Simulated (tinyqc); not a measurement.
Donor level screened by free carriers (Yukawa potential): one step. Units and screening length. Two cases, with inputs chosen for the exercise.

Problem. Give Ry* = Ry m/eps^2, a* = a0 eps/m, EF, the three values of ks, and x = ks a*.

Screening wave number: Debye ks^2 = 4 pi q n/(eps kB T); Thomas-Fermi ks^2 = 6 pi q n/(eps EF) with EF = c (3 pi^2 n/gv)^(2/3)/m, c = hbar^2/2m0; the two are joined by 1/ks^2 = sqrt(1/ks_D^4 + 1/ks_TF^4). 1e18/cm^3 = 1e-6/angstrom^3, q = e^2/(4 pi eps0).

Constants: e^2/(4 pi eps0) = 14.39964547 eV angstrom; kB = 8.617333262e-05 eV/K; hbar^2/2m0 = 3.80998211 eV angstrom^2; Ry = 13.60569312 eV; a0 (Bohr radius) = 0.5291772105 angstrom.

Case 1.

Values chosen (near those of a donor in InP, with one mean mass; not measured data): m = 0.076 m0 (mass); eps = 12.1 (dielectric constant); gv = 1 (valleys); T = 200 K (temperature); n = 0.0073 x 1e18/cm^3 (free-carrier density).

Case 2.

Values chosen (near those of a donor in Si, with one mean mass; not measured data): m = 0.299 m0 (mass); eps = 11.8 (dielectric constant); gv = 6 (valleys); T = 77 K (temperature); n = 0.61 x 1e18/cm^3 (free-carrier density).

Give: Ry*; a*; EF; ks: Debye, Thomas-Fermi, joined; x.

Solution.

Case 1.

Ry* = 7.063 meV
a* = 84.25 angstrom
EF = 1.81 meV

ks: Debye, Thomas-Fermi, joined (1/angstrom): 0.00252  0.00952  0.00251

x = 0.2118

EF/kB T = 0.10, so the Debye value, the smaller one, controls the screening.

Case 2.

Ry* = 29.216 meV
a* = 20.88 angstrom
EF = 2.66 meV

ks: Debye, Thomas-Fermi, joined (1/angstrom): 0.03755  0.07268  0.03691

x = 0.7707

EF/kB T = 0.40, so the Debye value, the smaller one, controls the screening. n is an outside input: with a bare binding above 3 kB T many donors can hold their electrons at this temperature, the more so the higher n/Nc.

Computed by tinyqc, one run a case: `OMP_NUM_THREADS=1 python tinyqc.py N N+1 out.jsonl` with N = 1281206, 1281232; one thread of a shared Intel(R) Xeon(R) Processor @ 2.30GHz, about 0.01 s a run at most.
